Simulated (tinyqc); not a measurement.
Empirical pseudopotential in a few plane waves, step by step. Computed by tinyqc, a small Python program that keeps every step. Settings: plane-wave index or count = 15. Command: `OMP_NUM_THREADS=1 python tinyqc.py 28198 28199 out.jsonl` (the two numbers bound the seeds that draw the settings). One thread of a shared host (Intel(R) Xeon(R) Processor @ 2.60GHz), about 0.2 s of CPU time with the checks.

## Bloch Hamiltonian at k

Parameters chosen for this model: fcc lattice, atoms at +/- a/8 (1,1,1); form factors in rydberg at |G|^2 in units of (2 pi/a)^2:
```
parameter,value,unit
a,6.080000,angstrom
VS(3),-0.193000,Ry
VS(8),0.004000,Ry
VS(11),0.036000,Ry
VA(3),0,Ry
VA(4),0,Ry
VA(11),0,Ry
hbar^2/2m (2 pi/a)^2,4.068886,eV
```

k point k (2 pi / a): 0.43000  0.46000  0.32000

Basis: the 15 shortest G (labels in 2 pi/a), the same at every k. H(G,G') = c |k + G|^2 delta + VS(|G-G'|^2) cos((G-G').tau) + i VA sin((G-G').tau), tau = a/8 (1,1,1); 1 Ry = 13.605693 eV.

H(k) at k (eV), lower triangle:
```
,+0+0+0,-1-1-1,-1-1+1,-1+1-1,-1+1+1,+1-1-1,+1-1+1,+1+1-1,+1+1+1,-2+0+0,+0-2+0,+0+0-2,+0+0+2,+0+2+0,+2+0+0
+0+0+0,2.02997
-1-1-1,1.85679,4.38992
-1-1+1,-1.85679,0.00000,9.59809
-1+1-1,-1.85679,0.00000,0.05442,11.87667
-1+1+1,-1.85679,-0.05442,0.00000,0.00000,17.08484
+1-1-1,-1.85679,0.00000,0.05442,0.05442,0.00000,11.38840
+1-1+1,-1.85679,-0.05442,0.00000,0.00000,0.05442,0.00000,16.59658
+1+1-1,-1.85679,-0.05442,0.00000,0.00000,0.05442,0.00000,0.05442,18.87515
+1+1+1,1.85679,0.00000,-0.05442,-0.05442,0.00000,-0.05442,0.00000,0.00000,24.08333
-2+0+0,0.00000,-1.85679,-1.85679,-1.85679,1.85679,0.34634,-0.34634,-0.34634,-0.34634,11.30703
+0-2+0,0.00000,-1.85679,-1.85679,0.34634,-0.34634,-1.85679,1.85679,-0.34634,-0.34634,0.05442,10.81876
+0+0-2,0.00000,-1.85679,0.34634,-1.85679,-0.34634,-1.85679,-0.34634,1.85679,-0.34634,0.05442,0.05442,13.09734
+0+0+2,0.00000,-0.34634,1.85679,-0.34634,-1.85679,-0.34634,-1.85679,0.34634,-1.85679,-0.05442,-0.05442,0.00000,23.51368
+0+2+0,0.00000,-0.34634,-0.34634,1.85679,-1.85679,-0.34634,0.34634,-1.85679,-1.85679,-0.05442,0.00000,-0.05442,0.05442,25.79226
+2+0+0,0.00000,-0.34634,-0.34634,-0.34634,0.34634,1.85679,-1.85679,-1.85679,-1.85679,0.00000,-0.05442,-0.05442,0.05442,0.05442,25.30399
```

## Levels at k

Diagonalise the Hermitian matrix.

eigenvalues (eV): -0.34774  3.31923  7.99767  8.51275  10.00438  12.74408  12.96157  15.77899  16.35963  17.08446  18.59524  22.51776  25.16619  26.37729  28.68452

## Bands along a path

The same steps at evenly spaced points between the labelled ones.

Bands along the path (eV), lowest eight:
```
k,band 1,band 2,band 3,band 4,band 5,band 6,band 7,band 8
L,0.08382,2.71531,8.52068,8.52068,9.46504,12.88722,12.88722,15.33667
L-G 0.25,-0.56284,3.61135,8.55269,8.55269,9.55211,12.87443,12.87443,15.54615
L-G 0.50,-1.28749,5.21664,8.78872,8.78872,9.90077,12.91504,12.91504,14.06831
L-G 0.75,-1.76529,7.12253,9.14306,9.14306,10.19410,12.42954,12.49415,12.49415
G,-1.92892,8.80772,9.34915,9.34915,9.34915,12.15223,12.15223,12.15223
G-X 0.25,-1.71003,7.00742,8.76778,8.76778,11.11814,11.31734,13.06697,13.06697
G-X 0.50,-1.05925,5.09317,7.93326,7.93326,10.38518,11.55101,14.73350,14.87213
G-X 0.75,0.00439,3.32413,7.40597,7.40597,9.95429,10.39205,16.84256,16.97154
X,1.44507,1.75431,7.30489,7.30489,9.66094,10.12639,19.29380,19.29380
```

With 4 band(s) filled, the highest filled level on these points lies at G and the lowest empty one at G: the bands touch or overlap, so there is no gap. This holds for the small fixed basis; with all plane waves up to |k + G|^2 = 21 (2 pi/a)^2 the gap along the path is 0.00 eV.

## Convergence with the number of plane waves

Levels at G counted from the fourth one.

Levels (eV):
```
plane waves,level 1,level 5,level 8
9,-14.08116,0.00000,0.21769
15,-11.27808,0,2.80308
27,-10.89867,0,2.54970
51,-10.81791,0,2.67170
59,-10.80889,0,2.58824
65,-10.81353,0,2.57983
89,-10.80625,0,2.58357
```
